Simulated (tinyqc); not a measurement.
Worked calculation: LDA (VWN5) atom on a uniform radial grid, spin-unpolarised, for Li. Computed by tinyqc, a small Python program that keeps every step. Settings: Z = 3, points = 64, R = 10.0, functional = lda,vwn, mixing = 1.0, iteration cap = 79. Command: `OMP_NUM_THREADS=1 python tinyqc.py 27886 27887 out.jsonl` (the two numbers bound the seeds that draw the settings). One thread of a shared host (Intel(R) Xeon(R) Processor @ 2.60GHz), about 0.02 s of CPU time with the checks. Later iterations appear only in the table of the cycle.

## Iteration 1

Spherical atom on a uniform radial grid r_j = j h with h = R/(N + 1), h sum u^2 = 1 and integrals as h times sums, u(0) = u(R) = 0 (atomic units):

| parameter | value |
|---|---|
| Z | 3 |
| points N | 64 |
| R | 10.000000 |
| h | 0.153846 |
| mixing | 1.000000 |
| electrons in 1s | 2 |
| electrons in 2s | 1 |

Three-point differences turn -u''/2 + [l(l+1)/2r^2 - Z/r + V] u = e u into a tridiagonal matrix (diagonal 1/h^2 + potential, off-diagonal -1/2h^2). D = sum f u^2; the Hartree potential y/r solves y'' = -D/r with y(0) = 0, y(R) = N_e; v_xc comes from rho = D/(4 pi r^2); E = sum f e - int D V + int D (V_H/2 + eps_xc); V(new) = V + mixing (V_H + v_xc - V).

eigenvalues (hartree): 1s -4.282918, 2s -1.110408

Every 4th grid point:

| r | V in | u(1s) | u(2s) | D | V_H | v_xc |
|---|---|---|---|---|---|---|
| 0.615385 | 0.000000 | 1.021308 | 0.092251 | 2.094649 | 3.596600 | -0.821987 |
| 1.230769 | 0.000000 | 0.342335 | -0.586993 | 0.578948 | 2.155233 | -0.359128 |
| 1.846154 | 0.000000 | 0.086061 | -0.749637 | 0.576769 | 1.550190 | -0.280201 |
| 2.461538 | 0.000000 | 0.019231 | -0.612291 | 0.375640 | 1.200175 | -0.206846 |
| 3.076923 | 0.000000 | 0.004029 | -0.412646 | 0.170309 | 0.970693 | -0.142702 |
| 3.692308 | 0.000000 | 0.000810 | -0.249314 | 0.062159 | 0.811553 | -0.094726 |
| 4.307692 | 0.000000 | 0.000158 | -0.140319 | 0.019689 | 0.696229 | -0.061297 |
| 4.923077 | 0.000000 | 0.000030 | -0.075131 | 0.005645 | 0.609334 | -0.038878 |
| 5.538462 | 0.000000 | 0.000006 | -0.038763 | 0.001503 | 0.541659 | -0.024223 |
| 6.153846 | 0.000000 | 1.07e-06 | -0.019435 | 0.000378 | 0.487498 | -0.014847 |
| 6.769231 | 0.000000 | 1.96e-07 | -0.009522 | 0.000091 | 0.443182 | -0.008963 |
| 7.384615 | 0.000000 | 3.59e-08 | -0.004575 | 0.000021 | 0.406250 | -0.005336 |
| 8.000000 | 0.000000 | 6.52e-09 | -0.002156 | 4.65e-06 | 0.375000 | -0.003132 |
| 8.615385 | 0.000000 | 1.18e-09 | -0.000983 | 9.67e-07 | 0.348214 | -0.001798 |
| 9.230769 | 0.000000 | 2.08e-10 | -0.000402 | 1.61e-07 | 0.325000 | -0.000960 |
| 9.846154 | 0.000000 | 2.18e-11 | -0.000069 | 4.82e-09 | 0.304688 | -0.000290 |

total energy = -6.50160388 hartree

## Iteration 2

As before.

eigenvalues (hartree): 1s -1.249435, 2s -0.012083

Every 4th grid point:

| r | V in | u(1s) | u(2s) | D | V_H | v_xc |
|---|---|---|---|---|---|---|
| 0.615385 | 2.774614 | 1.004442 | 0.137097 | 2.036601 | 3.050779 | -0.814765 |
| 1.230769 | 1.796105 | 0.523406 | -0.098805 | 0.557670 | 1.873027 | -0.355041 |
| 1.846154 | 1.269989 | 0.230574 | -0.301132 | 0.197010 | 1.353403 | -0.202532 |
| 2.461538 | 0.993329 | 0.095798 | -0.428170 | 0.201684 | 1.074119 | -0.171584 |
| 3.076923 | 0.827991 | 0.038509 | -0.486771 | 0.239912 | 0.896351 | -0.158115 |
| 3.692308 | 0.716828 | 0.015159 | -0.495514 | 0.245993 | 0.769908 | -0.142832 |
| 4.307692 | 0.634932 | 0.005886 | -0.472505 | 0.223331 | 0.673758 | -0.126550 |
| 4.923077 | 0.570457 | 0.002265 | -0.431436 | 0.186147 | 0.597651 | -0.110669 |
| 5.538462 | 0.517435 | 0.000867 | -0.381312 | 0.145400 | 0.535859 | -0.095830 |
| 6.153846 | 0.472652 | 0.000330 | -0.327490 | 0.107250 | 0.484796 | -0.082183 |
| 6.769231 | 0.434218 | 0.000126 | -0.272868 | 0.074457 | 0.442032 | -0.069624 |
| 7.384615 | 0.400914 | 0.000048 | -0.218824 | 0.047884 | 0.405823 | -0.057922 |
| 8.000000 | 0.371868 | 0.000018 | -0.165862 | 0.027510 | 0.374872 | -0.046754 |
| 8.615385 | 0.346416 | 0.000007 | -0.114006 | 0.012997 | 0.348189 | -0.035670 |
| 9.230769 | 0.324040 | 2.37e-06 | -0.063029 | 0.003973 | 0.324998 | -0.023860 |
| 9.846154 | 0.304397 | 3.79e-07 | -0.012578 | 0.000158 | 0.304688 | -0.008436 |

total energy = -6.90093540 hartree

## Iteration 3

As before.

eigenvalues (hartree): 1s -1.870492, 2s -0.113546

Every 4th grid point:

| r | V in | u(1s) | u(2s) | D | V_H | v_xc |
|---|---|---|---|---|---|---|
| 0.615385 | 2.236014 | 1.020444 | 0.118022 | 2.096540 | 3.202101 | -0.822220 |
| 1.230769 | 1.517986 | 0.456996 | -0.183313 | 0.451295 | 1.925743 | -0.332821 |
| 1.846154 | 1.150871 | 0.166080 | -0.394570 | 0.210851 | 1.389115 | -0.206715 |
| 2.461538 | 0.902536 | 0.056540 | -0.499250 | 0.255644 | 1.101201 | -0.184239 |
| 3.076923 | 0.738236 | 0.018692 | -0.527005 | 0.278433 | 0.915761 | -0.165330 |
| 3.692308 | 0.627076 | 0.006070 | -0.505117 | 0.255216 | 0.782917 | -0.144414 |
| 4.307692 | 0.547208 | 0.001947 | -0.455216 | 0.207229 | 0.681948 | -0.123753 |
| 4.923077 | 0.486982 | 0.000619 | -0.392582 | 0.154121 | 0.602494 | -0.104608 |
| 5.538462 | 0.440029 | 0.000195 | -0.326998 | 0.106928 | 0.538530 | -0.087436 |
| 6.153846 | 0.402613 | 0.000061 | -0.264147 | 0.069774 | 0.486152 | -0.072286 |
| 6.769231 | 0.372408 | 0.000019 | -0.206889 | 0.042803 | 0.442649 | -0.059004 |
| 7.384615 | 0.347901 | 0.000006 | -0.156246 | 0.024413 | 0.406065 | -0.047328 |
| 8.000000 | 0.328119 | 1.85e-06 | -0.112080 | 0.012562 | 0.374948 | -0.036921 |
| 8.615385 | 0.312519 | 5.69e-07 | -0.073539 | 0.005408 | 0.348204 | -0.027340 |
| 9.230769 | 0.301137 | 1.67e-07 | -0.039307 | 0.001545 | 0.324999 | -0.017858 |
| 9.846154 | 0.296251 | 2.41e-08 | -0.007717 | 0.000060 | 0.304688 | -0.006196 |

total energy = -6.93374150 hartree

## Convergence

Stop when input and output potentials agree to 1e-7.

Course of the cycle (hartree):

| iteration | E | e(1s) | e(2s) | largest \|V(out) - V(in)\| |
|---|---|---|---|---|
| 1 | -6.50160388 | -4.282918 | -1.110408 | 4.22e+00 |
| 2 | -6.90093540 | -1.249435 | -0.012083 | 1.13e+00 |
| 3 | -6.93374150 | -1.870492 | -0.113546 | 3.44e-01 |
| 4 | -6.93660192 | -1.690143 | -0.094698 | 1.02e-01 |
| 5 | -6.93685400 | -1.742028 | -0.099944 | 3.02e-02 |
| 6 | -6.93687614 | -1.726733 | -0.098460 | 8.94e-03 |
| 7 | -6.93687809 | -1.731255 | -0.098896 | 2.65e-03 |
| 8 | -6.93687826 | -1.729914 | -0.098767 | 7.86e-04 |
| 9 | -6.93687828 | -1.730311 | -0.098806 | 2.33e-04 |
| 10 | -6.93687828 | -1.730194 | -0.098794 | 6.91e-05 |
| 11 | -6.93687828 | -1.730228 | -0.098798 | 2.05e-05 |
| 12 | -6.93687828 | -1.730218 | -0.098797 | 6.08e-06 |
| 13 | -6.93687828 | -1.730221 | -0.098797 | 1.80e-06 |
| 14 | -6.93687828 | -1.730220 | -0.098797 | 5.34e-07 |
| 15 | -6.93687828 | -1.730221 | -0.098797 | 1.58e-07 |
| 16 | -6.93687828 | -1.730220 | -0.098797 | 4.70e-08 |

Converged in 16 iterations. A uniform grid resolves the cusp poorly: for a bare nucleus this grid gives 1s at -4.28292 against -Z^2/2 = -4.5 hartree. Before convergence this energy mixes input and output and is not variational, so it may rise towards its limit.
